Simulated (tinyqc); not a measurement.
Scattering of inversion-layer electrons by surface optical phonons of the gate insulator (remote phonon scattering): one step, computed by the program tinyqc. Command: `OMP_NUM_THREADS=1 python tinyqc.py 3110089 3110090 out.jsonl sophonon walk`. One thread of a shared host (Intel(R) Xeon(R) Processor @ 2.30GHz), about 0.01 s of CPU time with the checks.

One subband with the Fang-Howard envelope; insulator and channel are half-spaces, the gate is far away, and an interlayer only moves the polar surface away by t (its own modes and its permittivity contrast are left out).

Problem. The electron gas. Density of states D = g_v m/(pi hbar^2); eta = E_F/(k_B T) = ln(exp(n/(D k_B T)) - 1); screening wave number q_s = e^2 D/(2 eps_0 eps_avg) x 1/(1 + exp(-eta)), eps_avg = (eps_s + eps_inf)/2; b = 3/z0.

Inputs (values chosen for the exercise, modelled on AlN on silicon):
```
quantity                                   value    unit
optical constant eps_inf                     4.8       -
constant of the channel eps_s               11.7       -
in-plane mass m                            0.189     m_0
valleys g_v                                    2       -
sheet density n                          2.1e+12  1/cm^2
mean distance of the electrons z0 = 3/b      2.3      nm
temperature T                                350       K
```

Constants: hbar^2/(2 m_0) = 3.80998212 eV angstrom^2; k_B = 8.617333262e-05 eV/K; e^2/(4 pi eps_0) = 14.39964548 eV angstrom.

Give: D; eta; q_s; b.

Solution.

D = 1.579e+14 1/(eV cm^2)

eta = -0.5903

q_s = 0.6175 1/nm

b = 1.304 1/nm
